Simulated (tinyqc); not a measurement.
Worked calculation: Slater-Koster d bands of an fcc metal. Values are carried at full precision from step to step, so a last printed digit may differ when a step is redone from the rounded ones.

Slater-Koster d bands. For a bond with direction cosines (l, m, n) the 5 x 5 block is dds Ps + ddp Pp + ddd (1 - Ps - Pp), the projectors on sigma, pi and delta states about the bond; for instance <xy|xy> = 3 l^2 m^2 dds + (l^2 + m^2 - 4 l^2 m^2) ddp + (n^2 + l^2 m^2) ddd, <xy|yz> = 3 l m^2 n dds + l n (1 - 4 m^2) ddp + l n (m^2 - 1) ddd and <3z2-r2|3z2-r2> = (n^2 - (l^2 + m^2)/2)^2 dds + 3 n^2 (l^2 + m^2) ddp + (3/4)(l^2 + m^2)^2 ddd. H(k) sums the blocks times cos(k.R) over the neighbours; the d level is the zero of energy; k in 2 pi/a.

Parameters, chosen for this exercise (of the size met in Ni; the results hold for these values, not for the real material):
```
symbol  value               unit    meaning
dds     -0.464              eV      dd sigma
ddp     0.251               eV      dd pi
ddd     -0.028              eV      dd delta
k       (0.39, 0.48, 0.17)  2 pi/a  wave vector
Nd      8                           d electrons per atom
```

## The block of one bond

Direction (1,1,0)/sqrt2; its eigenvalues must be dds once, ddp twice and ddd twice.

block (eV), rows xy, yz, zx, x2-y2, 3z2-r2 and columns alike:
```
[[-0.3550, 0, 0, 0, 0.1888],
 [0, 0.1115, 0.1395, 0, 0],
 [0, 0.1395, 0.1115, 0, 0],
 [0, 0, 0, 0.2510, 0],
 [0.1888, 0, 0, 0, -0.1370]]
```

## Levels at Gamma

Neighbours: twelve at (a/2)(1,1,0) and equivalents.

Summing the blocks at k = 0 gives E(t2g) = 3 dds + 4 ddp + 5 ddd, E(eg) = 1.5 dds + 6 ddp + 4.5 ddd.

levels (eV): t2g (threefold) -0.5280, eg (twofold) 0.6840

The t2g level lies lower, by 1.2120 eV.

## The Hamiltonian at one k

Sum over the neighbours.

H(k) (eV), rows xy, yz, zx, x2-y2, 3z2-r2 and columns alike:
```
[[0.1239, -0.2673, -0.2835, 0, -0.7091],
 [-0.2673, 0.0628, -0.5240, -0.3323, 0.1918],
 [-0.2835, -0.5240, -0.3804, 0.3132, 0.1808],
 [0, -0.3323, 0.3132, -0.0339, -0.1596],
 [-0.7091, 0.1918, 0.1808, -0.1596, 0.2012]]
```

## Levels and character

Diagonalise H; t2g is xy, yz, zx and eg the other two.

levels (eV): [-0.8817, -0.5724, -0.2607, 0.6532, 1.0351]

weights, rows t2g, eg; columns band 1, band 2, band 3, band 4, band 5:
```
[[0.991, 0.418, 0.349, 0.720, 0.522],
 [0.009, 0.582, 0.651, 0.280, 0.478]]
```

## Levels at points of symmetry

Coordinates: G (0, 0, 0), X (1, 0, 0), W (1, 0.5, 0), L (0.5, 0.5, 0.5), K (0.75, 0.75, 0); the others lie half way.

Levels (eV):
```
k        band 1  band 2  band 3  band 4  band 5
G        -0.528  -0.528  -0.528   0.684   0.684
G-X 0.5  -1.420  -0.548   0.446   0.446   1.004
X        -2.312  -1.780   1.324   1.420   1.420
W        -1.004  -0.446  -0.446   0.548   1.420
L        -1.116  -0.687  -0.687   1.245   1.245
L-G 0.5  -0.822  -0.312  -0.312   0.669   0.669
K        -1.633  -0.853   0.633   0.728   1.191
```

On these points the bands run from -2.312 (X) to 1.420 eV (X and W).

## Second moment and the rectangular band

mu2 = z (dds^2 + 2 ddp^2 + 2 ddd^2)/5 per orbital, with z = 12. A rectangular band with the same mu2 has width W = sqrt(12 mu2), Fermi level W (Nd/10 - 1/2) and bond energy -W Nd (10 - Nd)/20 (Friedel).

mu2 = 0.8229 eV^2
W = 3.1424 eV
Fermi level = 0.9427 eV
bond energy per atom = -2.5139 eV

The bond energy is the attractive part alone; the repulsion between atoms, left out, cancels a large share of it in the cohesive energy.

## Checks

- Levels at Gamma from the formulas against H(0): they agree to 1e-10 or better.
- Second moment from the formula against the mean square level on the mesh: both 0.822878.

Run: tinyqc, `OMP_NUM_THREADS=1 python tinyqc.py 1482225 1482226 out.jsonl`; Intel(R) Xeon(R) Processor @ 2.30GHz, one thread, shared host; about 0.06 s of CPU time with all checks.
